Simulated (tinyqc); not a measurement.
What moves the results: two-band massive Dirac model of the K valleys. A value that a table varies takes the place of the one given here.

Basis (conduction, valence): H = [[D/2, a t (tau kx - i ky)], [a t (tau kx + i ky), -D/2 + lam tau sz]], valley tau = +/-1, spin sz = +/-1. The gap of a spin and valley is G = D - lam tau sz. Berry curvature Omega = curl of i<u|grad u>; for the conduction band Omega_c = -tau 2 a^2 t^2 G/(G^2 + 4 a^2 t^2 k^2)^(3/2), and Omega_v = -Omega_c.

Constants: hbar^2/2m0 = 3.80998211 eV angstrom^2.

Parameters, chosen for this exercise (near those used for monolayer WS2; not measured data): a = 3.198 angstrom (lattice constant); D = 1.8 eV (gap parameter); t = 1.32 eV (effective hopping); lam = 0.191 eV (half the valence spin splitting).

## Away from the valley

Flavour tau = +1, sz = +1. Parabolic transition energy G + 2 a^2 t^2 k^2/G; degree of circular polarisation eta = 2 cos(theta)/(1 + cos^2(theta)). The last column is the Berry flux of the conduction band inside |k|, over 2 pi: -(1 - cos(theta))/2, cos(theta) = G/(transition energy).

Along |k|:

| \|k\| (1/angstrom) | transition (eV) | parabolic (eV) | Omega_c (angstrom^2) | eta | flux/2 pi |
|---|---|---|---|---|---|
| 0.000 | 1.6090 | 1.6090 | -13.766 | 1.0000 | 0.0000 |
| 0.025 | 1.6228 | 1.6228 | -13.419 | 1.0000 | -0.0042 |
| 0.050 | 1.6635 | 1.6644 | -12.458 | 0.9994 | -0.0164 |
| 0.075 | 1.7291 | 1.7336 | -11.092 | 0.9974 | -0.0347 |
| 0.100 | 1.8171 | 1.8305 | -9.558 | 0.9927 | -0.0572 |
| 0.150 | 2.0476 | 2.1074 | -6.680 | 0.9716 | -0.1071 |
| 0.200 | 2.3324 | 2.4950 | -4.519 | 0.9348 | -0.1551 |
| 0.300 | 3.0007 | 3.6025 | -2.122 | 0.8329 | -0.2319 |

What can be read from the table?

The curvature halves at |k| = 0.146 1/angstrom, where 2 a t k = 0.766 G. At 0.3 the parabola is 602 meV too high, eta has fallen only to 0.833, and the flux has reached -0.232 of the -1/2 that a whole cone holds. The real bands leave this model beyond about 0.1 to 0.2 1/angstrom, where trigonal warping and other bands enter.

## Hole doping of the spin-split valence bands

The Fermi level lies E below the top of the valence band. kF for the upper and lower band of valley +1 from the two-band energy; each flavour holds kF^2/(4 pi) holes per area and both valleys count. Spin polarisation within one valley; Berry flux removed from valley +1, the sum of (1 - cos(theta_F))/2 with cos(theta_F) = G/sqrt(G^2 + 4 a^2 t^2 kF^2), in units of 2 pi.

Holes:

| E (meV) | kF upper (1/angstrom) | kF lower | p (1e12/cm^2) | spin polarisation in a valley | flux/2 pi |
|---|---|---|---|---|---|
| 47.8 | 0.0666 | 0.0000 | 7.07 | 1.000 | 0.0280 |
| 95.5 | 0.0956 | 0.0000 | 14.54 | 1.000 | 0.0531 |
| 191.0 | 0.1389 | 0.0000 | 30.71 | 1.000 | 0.0959 |
| 286.5 | 0.1746 | 0.0000 | 48.50 | 1.000 | 0.1313 |
| 362.9 | 0.2004 | 0.0000 | 63.91 | 1.000 | 0.1554 |
| 420.2 | 0.2187 | 0.0660 | 83.08 | 0.833 | 0.1900 |
| 573.0 | 0.2649 | 0.1529 | 148.89 | 0.500 | 0.2885 |
| 764.0 | 0.3190 | 0.2255 | 242.88 | 0.333 | 0.3822 |

How do the results move?

Up to E = 2 lam = 382 meV, a density of 67.9e12/cm^2, only the upper band of this model is emptied and each valley is fully spin-polarised, oppositely in the two. Beyond it the polarisation falls, to 0.33 in the last row. The flux, times e^2/h, is in size the change of the Hall conductivity of one valley; the other valley cancels it in the charge current. Rows with kF above about 0.2 1/angstrom lie beyond the range of the model, and in real layers the valley at Gamma, close below in MoS2 and WS2, can take holes as well.

## What each parameter does

Flavour tau = sz = +1 at k = 0: gap G, mass c G/(a t)^2 with c = hbar^2/2m0, Omega_c, and the B - A splitting 2 lam. Each row changes one parameter from the base and keeps the others.

Results:

| case | G (eV) | mass (m0) | Omega_c (angstrom^2) | B - A (eV) |
|---|---|---|---|---|
| base | 1.6090 | 0.3440 | -13.766 | 0.3820 |
| a = 3.262 angstrom | 1.6090 | 0.3306 | -14.323 | 0.3820 |
| D = 1.62 eV | 1.4290 | 0.3055 | -17.453 | 0.3820 |
| t = 1.188 eV | 1.6090 | 0.4247 | -11.151 | 0.3820 |
| lam = 0.2865 eV | 1.5135 | 0.3236 | -15.559 | 0.5730 |

What can be read from the table?

The largest shifts from the base row, up to three for each result and ties (the steps differ in size, so this ranks the rows, not the parameters). G (eV): D -0.1800, lam -0.0955; unchanged at the printed digits by a and t. mass (m0): t +0.0807, D -0.0385, lam -0.0204. Omega_c (angstrom^2): D -3.687, t +2.616, lam -1.792. B - A (eV): lam +0.1910; unchanged at the printed digits by a, D and t. The mass goes as G/(a t)^2 and the curvature as (a t)^2/G^2, so their product is -2c/G.

(tinyqc, `OMP_NUM_THREADS=1 python tinyqc.py 1482302 1482303 out.jsonl`, Intel(R) Xeon(R) Processor @ 2.30GHz, 1 thread, shared host, about 0.01 s.)
